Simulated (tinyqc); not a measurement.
Kinetic Monte Carlo and master equation for a particle on a ring of sites with traps and bias: one step, computed by the program tinyqc. Command: `OMP_NUM_THREADS=1 python tinyqc.py 3004420 3004421 out.jsonl kmc walk`. One thread of a shared host (Intel(R) Xeon(R) Processor @ 2.30GHz), about 0.09 s of CPU time with the checks.

7 sites on a ring, numbered 1 to 7. The saddle between i and i+1 lies at E0 + s b_i and site i at s eps_i; a force F tilts the landscape, with the saddle half-way.

Problem. Twelve steps of the residence-time algorithm. Start on site 1 at t = 0. Hop right if r1 is below the share right, else left; advance the clock by -ln(r2) times the mean stay.

Inputs (values chosen for the exercise, for a model defect): temperature T = 540 K.

Disorder: site traps.

Random numbers:
```
step      r1      r2
1     0.2556  0.5586
2     0.7686  0.2808
3     0.8551  0.4873
4     0.4319  0.9786
5     0.7859  0.4570
6     0.8232  0.5204
7     0.5274  0.4550
8     0.4759  0.8099
9     0.4523  0.2697
10    0.1753  0.1118
11    0.5967  0.0919
12    0.3975  0.7973
```

Rates, shares of right hops and mean stays:
```
site  k right (1/s)  k left (1/s)  share right  mean stay (s)
1          10677.02       4925.66    0.6843066   6.409156e-05
2          12679.82       5849.63    0.6843066   5.396814e-05
3          25769.13      11888.16    0.6843066   2.655529e-05
4          25769.13      11888.16    0.6843066   2.655529e-05
5          25769.13      11888.16    0.6843066   2.655529e-05
6          25769.13      11888.16    0.6843066   2.655529e-05
7          11145.91       5141.98    0.6843066   6.139529e-05
```

Give: Trajectory.

Solution.

Trajectory:
```
step  site    hop    wait (s)   clock (s)  net hops
1        1  right  3.7322e-05  3.7322e-05         1
2        2   left  6.8546e-05  1.0587e-04         0
3        1   left  4.6074e-05  1.5194e-04        -1
4        7  right  1.3281e-06  1.5327e-04         0
5        1   left  5.0188e-05  2.0346e-04        -1
6        7   left  4.0101e-05  2.4356e-04        -2
7        6  right  2.0911e-05  2.6447e-04        -1
8        7  right  1.2945e-05  2.7741e-04         0
9        1  right  8.3988e-05  3.6140e-04         1
10       2  right  1.1825e-04  4.7965e-04         2
11       3  right  6.3389e-05  5.4304e-04         3
12       4  right  6.0154e-06  5.4905e-04         4
```
